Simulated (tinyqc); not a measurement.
# Cahn-Hilliard equation on a periodic one-dimensional grid, step by step

A worked calculation. Computed by tinyqc, a small Python program that keeps every step. Command: `OMP_NUM_THREADS=1 python tinyqc.py 3011825 3011826 out.jsonl cahn walk`. One thread of a shared host (Intel(R) Xeon(R) Processor @ 2.30GHz), about 0.08 s of CPU time with the checks. Intermediate numbers are printed to about 7 digits and carried at full precision; extremes and crossings named in words are read from the listed rows.

Free energy F = h sum_j [A (c_j^2 - 1)^2/4 + (kappa/2) ((c_(j+1) - c_j)/h)^2]; dc/dt = Lap(mu), mu = A (c^3 - c) - kappa Lap(c), Lap(y)_j = (y_(j+1) - 2 y_j + y_(j-1))/h^2, mobility 1; the grid has n = 12 points.

Inputs (values chosen for the exercise, in reduced units):
```
quantity,value,unit
spacing h,1.1,-
well depth A,1.3,-
gradient coefficient kappa,0.74,-
mean composition c0,-0.027,-
noise amplitude,0.1,-
time step dt,0.08,-
end time,100,-
```

Scheme: explicit Euler.

## Linear stability

f'' = A (3 c0^2 - 1). Mode m has lambda_m = (4/h^2) sin^2(pi m/n) and the rate w_m = -lambda_m (f'' + kappa lambda_m). In the continuum the fastest wavelength is 2 pi sqrt(2 kappa/|f''|) with the rate f''^2/(4 kappa). Explicit steps near c = +-1, where f'' = 2A, are stable for dt < 2/(16 kappa/h^4 + 8 A/h^2).

f'' = -1.297157

Modes of the grid:
```
m,lambda_m,w_m
1,0.221446,0.250961
2,0.826446,0.566601
3,1.652893,0.122341
4,2.479339,-1.332778
5,3.084340,-3.038859
6,3.305785,-3.798757
```

fastest wavelength = 6.711421

largest rate = 0.5684514

explicit limit of dt = 0.1198903

3 mode(s) grow; the fastest on the grid is m = 2, while the box holds 1.97 fastest wavelengths. dt is 0.67 of the explicit limit.

## The first step

random numbers: [0.482, 0.321, 0.486, -0.283, 0.324, -0.089, -0.134, 0.785, 0.425, -0.639, 0.904, -0.031]

Start: c_j = c0 + amplitude x (z_j - mean of z). c(new) = c + dt Lap(mu).

c at the start: [-0.0000583, -0.0161583, 0.0003417, -0.0765583, -0.0158583, -0.0571583, -0.0616583, 0.0302417, -0.0057583, -0.1121583, 0.0421417, -0.0513583]

mu at the start: [0.04129567, 0.00106316, 0.05667649, 0.01479043, 0.08299081, 0.05155729, 0.02089573, 0.03894162, 0.05054013, -0.01546469, 0.09686023, -0.02196565]

c after one step: [-0.0069009, -0.0098214, -0.0061046, -0.0692799, -0.0224457, -0.0571073, -0.0584380, 0.0298154, -0.0108891, -0.1003679, 0.0268590, -0.0393195]

F at the start = 4.290549

F after one step = 4.287448

## The run

Run to the end time; break off if |c| exceeds 3 or F has risen by more than 1e-9 in more than 30 steps. Domains = stretches with c > c0.

Course:
```
step,t,F,min c,max c,domains
0,0.00,4.290549,-0.1121583,0.0421417,4
25,2.00,4.276101,-0.0932450,0.0364438,2
62,4.96,4.134043,-0.3039505,0.2318147,2
125,10.00,3.389950,-0.8417504,0.7923900,2
188,15.04,3.372186,-0.8603727,0.8193807,2
250,20.00,3.370613,-0.8550043,0.8179749,2
375,30.00,3.369788,-0.8479684,0.8139684,2
500,40.00,3.369594,-0.8446107,0.8113678,2
688,55.04,3.369539,-0.8426345,0.8093152,2
875,70.00,3.369532,-0.8420345,0.8084236,2
1062,84.96,3.369531,-0.8418524,0.8080379,2
1250,100.00,3.369530,-0.8417972,0.8078712,2
```

c at the end: [0.5134669, 0.8078712, 0.5133977, -0.5771192, -0.8417972, -0.5773754, 0.5129749, 0.8076209, 0.5130442, -0.5772951, -0.8417499, -0.5770389]

F at the end = 3.369530

steps in which F rose = 0

F never rises by more than 1e-9 in a step. The count of domains goes from 4 in the noise to 2 at the end, and c spans -0.842 to 0.808.

## Interfaces

Continuum wall between c = -1 and +1: c = tanh(x/w), w = sqrt(2 kappa/A), energy s = (2/3) sqrt(2 kappa A). With two walls per domain, the estimate of F at the end is 2 x domains x s. Volume fraction of the +1 phase by the lever rule: (1 + c0)/2.

wall half width w = 1.066987

wall energy s = 0.9247222

estimate of F = 3.698889

volume fraction = 0.4865

w/h = 0.9699883

The run ends at F = 3.3695, 0.91 of the estimate: walls this close overlap, or the grid resolves them poorly. Caution: the half width of the wall is below the grid spacing, so the wall is barely resolved and feels the grid.

Checks made by the program: conservation of the mean (relative difference below 1e-10).
